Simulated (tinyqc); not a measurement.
Inside a calculation. Method: LCCD on RHF in the sto-3g basis, for H6, spin multiplicity 1. One step of it, computed by the program tinyqc.

Question. LCCD: starting amplitudes. t_ij^ab = <ij||ab> / (e_i + e_j - e_a - e_b), whose energy is MP2.

orbital energies (hartree): MO1 -0.583420, MO2 -0.515304, MO3 -0.430414, MO4 0.331679, MO5 0.533558, MO6 0.760970

Two-electron integrals over orbitals (pq|rs), unique and non-zero (hartree):
```
(11|11) 0.378899    (21|11) -0.000028   (21|21) 0.125799    (22|11) 0.296861
(22|21) 0.000510    (22|22) 0.369192    (31|11) 0.077769    (31|21) -0.000278
(31|22) -0.066672   (31|31) 0.136106    (32|11) -0.000407   (32|21) -0.126514
(32|22) -0.000218   (32|31) -0.000440   (32|32) 0.141020    (33|11) 0.361157
(33|21) -0.000622   (33|22) 0.313301    (33|31) 0.048724    (33|32) 0.000413
(33|33) 0.360242    (41|11) 0.000034    (41|21) 0.029148    (41|22) -0.000105
(41|31) 0.000121    (41|32) 0.001887    (41|33) 0.000043    (41|41) 0.081113
(42|11) 0.043756    (42|21) -0.000267   (42|22) -0.006768   (42|31) 0.041880
(42|32) -0.000015   (42|33) 0.014154    (42|41) -0.000207   (42|42) 0.064179
(43|11) 0.000267    (43|21) 0.049549    (43|22) 0.000075    (43|31) 0.000247
(43|32) -0.047255   (43|33) -0.000098   (43|41) 0.017831    (43|42) 0.000154
(43|43) 0.070996    (44|11) 0.357901    (44|21) -0.000507   (44|22) 0.310627
(44|31) 0.045742    (44|32) 0.000294    (44|33) 0.350195    (44|41) 0.000015
(44|42) 0.019773    (44|43) -0.000056   (44|44) 0.361749    (51|11) 0.008960
(51|21) 0.000080    (51|22) 0.021300    (51|31) -0.016973   (51|32) 0.000089
(51|33) -0.006701   (51|41) 0.000141    (51|42) 0.042912    (51|43) 0.000166
(51|44) -0.000776   (51|51) 0.047435    (52|11) 0.000144    (52|21) 0.014744
(52|22) -0.000098   (52|31) 0.000200    (52|32) 0.006401    (52|33) 0.000105
(52|41) 0.055772    (52|42) 0.000043    (52|43) -0.041828   (52|44) 0.000095
(52|51) 0.000212    (52|52) 0.092900    (53|11) -0.051220   (53|21) 0.000255
(53|22) 0.001134    (53|31) -0.045024   (53|32) 0.000045    (53|33) -0.025052
(53|41) 0.000199    (53|42) -0.062700   (53|43) -0.000209   (53|44) -0.021654
(53|51) -0.040452   (53|52) -2.15e-06   (53|53) 0.066082    (54|11) 0.000334
(54|21) 0.124852    (54|22) 0.000229    (54|31) 0.000344    (54|32) -0.135418
(54|33) -0.000452   (54|41) 0.003220    (54|42) -0.000007   (54|43) 0.048414
(54|44) -0.000352   (54|51) -0.000057   (54|52) -0.005898   (54|53) -0.000016
(54|54) 0.143436    (55|11) 0.306058    (55|21) 0.000420    (55|22) 0.370651
(55|31) -0.059623   (55|32) -0.000141   (55|33) 0.320263    (55|41) -0.000078
(55|42) -0.003942   (55|43) 0.000063    (55|44) 0.327149    (55|51) 0.021883
(55|52) -0.000083   (55|53) 0.000434    (55|54) 0.000173    (55|55) 0.390732
(61|11) 0.000044    (61|21) -0.002329   (61|22) 0.000068    (61|31) -0.000008
(61|32) -0.009492   (61|33) -0.000032   (61|41) -0.029076   (61|42) 0.000153
(61|43) -0.057364   (61|44) -0.000015   (61|51) 4.10e-06    (61|52) 0.034856
(61|53) -0.000106   (61|54) 0.007435    (61|55) 0.000054    (61|61) 0.068473
(62|11) 0.014989    (62|21) 0.000096    (62|22) 0.026278    (62|31) -0.014766
(62|32) 0.000067    (62|33) 0.002379    (62|41) 0.000174    (62|42) 0.041562
(62|43) 0.000202    (62|44) 0.000352    (62|51) 0.045515    (62|52) 0.000215
(62|53) -0.043335   (62|54) -0.000054   (62|55) 0.025407    (62|61) -0.000031
(62|62) 0.047313    (63|11) -0.000024   (63|21) -0.033141   (63|22) 0.000096
(63|31) -0.000118   (63|32) 0.004931    (63|33) -4.76e-06   (63|41) -0.079845
(63|42) 0.000238    (63|43) -0.019446   (63|44) -0.000015   (63|51) -0.000115
(63|52) -0.056701   (63|53) -0.000242   (63|54) -0.003671   (63|55) 0.000093
(63|61) 0.028934    (63|62) -0.000150   (63|63) 0.084254    (64|11) -0.079015
(64|21) 0.000286    (64|22) 0.060797    (64|31) -0.131381   (64|32) 0.000412
(64|33) -0.049402   (64|41) -0.000104   (64|42) -0.043983   (64|43) -0.000246
(64|44) -0.050130   (64|51) 0.014375    (64|52) -0.000194   (64|53) 0.046017
(64|54) -0.000347   (64|55) 0.063447    (64|61) 3.49e-06    (64|62) 0.013727
(64|63) 0.000109    (64|64) 0.140504    (65|11) 0.000015    (65|21) 0.128661
(65|22) 0.000450    (65|31) -0.000175   (65|32) -0.129953   (65|33) -0.000618
(65|41) 0.031067    (65|42) -0.000250   (65|43) 0.052666    (65|44) -0.000521
(65|51) 0.000069    (65|52) 0.015518    (65|53) 0.000238    (65|54) 0.134922
(65|55) 0.000397    (65|61) -0.003646   (65|62) 0.000089    (65|63) -0.036476
(65|64) 0.000207    (65|65) 0.142391    (66|11) 0.398819    (66|21) -0.000096
(66|22) 0.312950    (66|31) 0.081985    (66|32) -0.000361   (66|33) 0.381162
(66|41) 0.000024    (66|42) 0.048355    (66|43) 0.000268    (66|44) 0.386900
(66|51) 0.011013    (66|52) 0.000150    (66|53) -0.056279   (66|54) 0.000304
(66|55) 0.331129    (66|61) 0.000046    (66|62) 0.017143    (66|63) -0.000010
(66|64) -0.088814   (66|65) -0.000054   (66|66) 0.439164
```

Give: Starting amplitudes; correlation energy.

Answer.

Starting amplitudes (spin orbitals 1a, 1b, ...; amplitudes related by a flip of all spins are not repeated; the 24 largest):

| from | to | t |
|---|---|---|
| 3a 3b | 4a 4b | -0.0466 |
| 1a 1b | 4a 4b | -0.0443 |
| 2a 2b | 5a 5b | -0.0443 |
| 1a 3b | 4a 6b | 0.0379 |
| 2a 2b | 4a 4b | -0.0379 |
| 3a 3b | 6a 6b | -0.0354 |
| 2a 3b | 4a 5b | 0.0346 |
| 3a 3b | 5a 5b | -0.0343 |
| 1a 2b | 4a 5b | -0.0284 |
| 1a 3b | 4b 6a | -0.0272 |
| 1a 1b | 6a 6b | -0.0255 |
| 2a 3b | 5a 6b | 0.0253 |
| 2a 3b | 4b 5a | -0.0231 |
| 1a 2b | 4b 5a | 0.0218 |
| 1a 1b | 5a 5b | -0.0212 |
| 2a 2b | 4a 6b | -0.0196 |
| 1a 3b | 5a 5b | 0.0194 |
| 2a 3b | 5b 6a | -0.0193 |
| 1a 2b | 5a 6b | -0.0190 |
| 2a 2b | 6a 6b | -0.0185 |
| 1a 2b | 5b 6a | 0.0146 |
| 1a 1b | 4a 6b | 0.0129 |
| 2a 3a | 4a 5a | 0.0115 |
| 1a 3b | 6a 6b | -0.0114 |

correlation energy = -0.056866 hartree
